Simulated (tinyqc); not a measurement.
# Changing the acceptor depth E_A

Model: charge neutrality of a doped semiconductor with incomplete ionisation. Computed by tinyqc, a small Python program. Command: `OMP_NUM_THREADS=1 python tinyqc.py 3029749 3029750 out.jsonl dopant sweep`. One thread of a shared host (Intel(R) Xeon(R) Processor @ 2.30GHz), about 0.06 s of CPU time with the checks.

Energies are counted from the top of the valence band; E_D is measured down from the conduction band and E_A up from the valence band.

Inputs (values chosen for the exercise, modelled on ZnSe):

| quantity | value | unit |
|---|---|---|
| gap at 0 K E_g0 | 2.78 | eV |
| Varshni alpha | 0.000753 | eV/K |
| Varshni beta | 305 | K |
| electron mass m_e | 0.153 | m_0 |
| valleys M_c | 1 | - |
| hole mass m_h | 0.764 | m_0 |
| donor density N_D | 8.5e+14 | cm^-3 |
| acceptor density N_A | 1.4e+16 | cm^-3 |
| donor depth E_D | 0.0268 | eV |
| donor degeneracy g_D | 2 | - |
| acceptor degeneracy g_A | 4 | - |
| temperature T | 150 | K |
| iteration cap | 60 | - |

Doping: p-type, compensated. Statistics of the bands: Fermi-Dirac. Solver: Newton steps on the logarithm. Start of Newton steps: intrinsic level E_i.

Constants: m_0 = 9.1093837015e-31 kg; k_B = 1.380649e-23 J/K; h = 6.62607015e-34 J s; k_B = 8.617333262e-05 eV/K.

Method:
- E_g = E_g0 - alpha T^2/(T + beta).
- N_c = 2 M_c (2 pi m_e k_B T/h^2)^(3/2) and N_v = 2 (2 pi m_h k_B T/h^2)^(3/2), masses in units of m_0.
- n_i = sqrt(N_c N_v) exp(-E_g/(2 k_B T)); E_i = E_g/2 + (k_B T/2) ln(N_v/N_c).
- n = N_c F_1/2((E_F - E_g)/k_B T), p = N_v F_1/2(-E_F/k_B T).
- F_1/2(eta) = (2/sqrt(pi)) int_0^infinity sqrt(x)/(1 + exp(x - eta)) dx, by the trapezoid rule in t = sqrt(x) with step 0.02 up to t = 12 (for eta < -12 by exp(eta) - exp(2 eta)/2^(3/2)).
- N_D+ = N_D/(1 + g_D exp((E_F - E_g + E_D)/k_B T)).
- N_A- = N_A/(1 + g_A exp((E_A - E_F)/k_B T)).
- Neutrality: p + N_D+ = n + N_A-; the log ratio is ln[(p + N_D+)/(n + N_A-)].
- Newton steps from the start named, with the slope from a central difference of 1e-6 eV; the function is the log ratio y = ln[(p + N_D+)/(n + N_A-)]; the bracket -0.3 to E_g + 0.3 eV is narrowed by the sign of y at each step, and a step that would leave it is replaced by its midpoint; stop when |log ratio| < 1e-9.

One run for each value:

| acceptor depth E_A (eV) | majority density p (cm^-3) | ionised share of the acceptors | distance of E_F from the majority band edge (eV) |
|---|---|---|---|
| 0.010 | 1.2891e+16 | 0.98147 | 0.07923 |
| 0.018 | 1.2683e+16 | 0.96666 | 0.07944 |
| 0.032 | 1.1926e+16 | 0.91258 | 0.08024 |
| 0.058 | 8.4418e+15 | 0.66370 | 0.08471 |
| 0.100 | 2.2623e+15 | 0.22231 | 0.10173 |
| 0.190 | 9.3611e+12 | 0.06138 | 0.17267 |
| 0.330 | 1.8733e+08 | 0.06071 | 0.31252 |
| 0.600 | 1.5886e-01 | 0.06071 | 0.58252 |

Over the rows, majority density p (cm^-3) falls from 1.29e16 to 0.159 (exponent d ln y / d ln x -0.028 between the first rows and -35 between the last); ionised share of the acceptors falls from 0.981 to 0.0607; distance of E_F from the majority band edge (eV) rises from 0.0792 to 0.583 (exponent d ln y / d ln x 0.0045 between the first rows and 1.0 between the last).

Caution (rows 0.600): there is less than one majority carrier per cm^3: the dopants are frozen out and the equilibrium density is only formal. Caution (rows 0.600): so few free carriers remain that hopping between impurities, left out here, would carry any current.
